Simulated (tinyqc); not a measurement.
## Implanted layer, carriers, mobility and sheet resistance: effect of the peak chemical concentration

An n-type layer from the surface x = 0 to the junction xj, N(x) = N0 exp(-(x - Rp)^2/(2 sg^2)). Local neutrality (no depletion at surface or junction, no spilling of carriers), intrinsic carriers neglected, full ionisation of active dopants.

xj = Rp + sg sqrt(2 ln(N0/Nb)). Active dopant A = min(N, Ns); n = A - Nb; mobility mu = m1 + (m2 (T/300 K)^(-bt) - m1)/(1 + ((A + Nb)/Nr)^am). Dose = integral of N, carrier sheet density = integral of n, 1/Rs = q integral of n mu, mean mobility 1/(q Rs sheet density), Hall mobility (unit Hall factor) = integral of n mu^2 over integral of n mu, Hall sheet density = (integral of n mu)^2/integral of n mu^2; all from 0 to xj. Integrals on 4000 steps.

Parameters, values chosen for the exercise; values close to those of phosphorus in silicon over a p-type background: temperature T = 300 K; background doping of the opposite type Nb = 1.4e14 cm^-3; mobility limit at high doping m1 = 69.7 cm^2/(V s); mobility limit at low doping, at 300 K m2 = 1400 cm^2/(V s); reference doping of the mobility law Nr = 9.43e16 cm^-3; exponent of the mobility law am = 0.705; temperature exponent of m2 bt = 2.2; solubility limit of active dopant Ns = 4.08e20 cm^-3; straggle after annealing sg = 86 nm; projected range Rp = 68 nm.

Constants: q = 1.602176634e-19 C. Results are converted to the units shown.

Result of one run:
```
N0 (cm^-3),xj (nm),dose (cm^-2),carriers (cm^-2),Rs (ohm/square),mean mobility (cm^2/(V s)),Rs xj (ohm nm),Hall/true sheet density
5.9e20,543.0,9.990e15,8.271e15,10.11,74.64,5491,0.9860
```

What becomes of these results when the peak chemical concentration N0 is changed from 5.9e20 to 2.9e19 cm^-3, all else the same?

Result of the changed run:
```
N0 (cm^-3),xj (nm),dose (cm^-2),carriers (cm^-2),Rs (ohm/square),mean mobility (cm^2/(V s)),Rs xj (ohm nm),Hall/true sheet density
2.9e19,493.5,4.910e14,4.910e14,123.3,103.1,6.085e4,0.8982
```

The whole series:
```
N0 (cm^-3),xj (nm),dose (cm^-2),carriers (cm^-2),Rs (ohm/square),mean mobility (cm^2/(V s)),Rs xj (ohm nm),Hall/true sheet density
5.3e17,417.1,8.974e12,8.968e12,1577,441.3,6.578e5,0.9302
1.5e18,438.5,2.540e13,2.539e13,865.0,284.2,3.793e5,0.8871
3.9e18,457.1,6.603e13,6.603e13,493.4,191.6,2.255e5,0.8611
1.1e19,476.3,1.862e14,1.862e14,252.1,132.9,1.201e5,0.8655
2.9e19,493.5,4.910e14,4.910e14,123.3,103.1,6.085e4,0.8982
7.9e19,510.6,1.338e15,1.338e15,53.83,86.68,2.749e4,0.9400
2.2e20,527.4,3.725e15,3.725e15,21.45,78.11,1.131e4,0.9716
5.9e20,543.0,9.990e15,8.271e15,10.11,74.64,5491,0.9860
1.6e21,558.3,2.709e16,1.027e16,8.190,74.20,4573,0.9894
```

As N0 goes from 5.3e17 to 1.6e21, xj rises from 417 to 558 nm, Rs falls from 1580 to 8.19 ohm/square, the mean mobility falls from 441 to 74.2 cm^2/(V s) and the share of the dose that conducts falls from 99.9 to 37.9 %. Rs goes as dose^(-0.58) at the low end and dose^(-0.21) at the high end; constant mobility and activation would give -1. Above N0 = Ns = 4.08e20 cm^-3 added dopant only widens the clipped top.

tinyqc, about 0.01 s, one thread, Intel Xeon 2.30GHz (shared host): `OMP_NUM_THREADS=1 python tinyqc.py 2110161 2110162 out.jsonl`
